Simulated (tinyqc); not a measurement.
The decay curve: photoconductance decay in a wafer: bulk and surface recombination modes, and iron detection by pair splitting. Computed by tinyqc, a small Python program. Command: `OMP_NUM_THREADS=1 python tinyqc.py 3111953 3111954 out.jsonl pcd walk`. One thread of a shared host (Intel(R) Xeon(R) Processor @ 2.30GHz), about 0.01 s of CPU time with the checks.

Both faces of the wafer have the same S; injection is low and all coefficients are constant. x runs from -W/2 to W/2.

Inputs (values chosen for the exercise, modelled on p-type silicon):
```
quantity                          value         unit
thickness W                         300   micrometre
diffusivity D                      26.6       cm^2/s
bulk lifetime tau_b without iron   1200  microsecond
surface recombination velocity S     22         cm/s
absorption coefficient alpha         29         1/cm
```

Method:
- Even modes cos(a x) obey b tan b = S W/(2 D) with b = a W/2, odd modes sin(a x) obey -b cot b = S W/(2 D); each decays at the rate 1/tau_b + D a^2.
- tau_eff is the decay time of the first mode. The surface time is 1/(D a^2) of that mode; shortcuts for it are W/(2 S), W^2/(pi^2 D) and their sum, whose error is sum/surface time - 1.
- Light from one face makes n(x, 0) proportional to exp(-alpha (x + W/2)). Only even modes carry the thickness average: weight c_n = [sin b/b] int n cos(a x) dx / (int cos^2(a x) dx x mean n), with int exp(-alpha (x + W/2)) cos(a x) dx = [alpha cos b (1 - E) + a sin b (1 + E)]/(alpha^2 + a^2), E = exp(-alpha W), and int cos^2 = W/2 + sin(2 b)/(2 a).
- Mean density = sum_n c_n exp(-t/tau_n) over 60 modes; the local decay time is -1/(d ln n/dt).

W^2/(pi^2 D) = 3.42816 microsecond

tau_eff = 435.928 microsecond

Decay:
```
t / (W^2/(pi^2 D))  t (microsecond)  mean density/start  local decay time (microsecond)
0.02                         0.0686             0.99984                          423.06
0.05                         0.1714             0.99960                          425.53
0.10                         0.3428             0.99919                          427.99
0.20                         0.6856             0.99840                          430.86
0.50                         1.7141             0.99603                          434.43
1.00                         3.4282             0.99211                          435.73
2.00                         6.8563             0.98434                          435.92
```

What follows from these numbers?

The local decay time goes from 423 to 436 microsecond against tau_eff = 436. Higher modes matter little here.
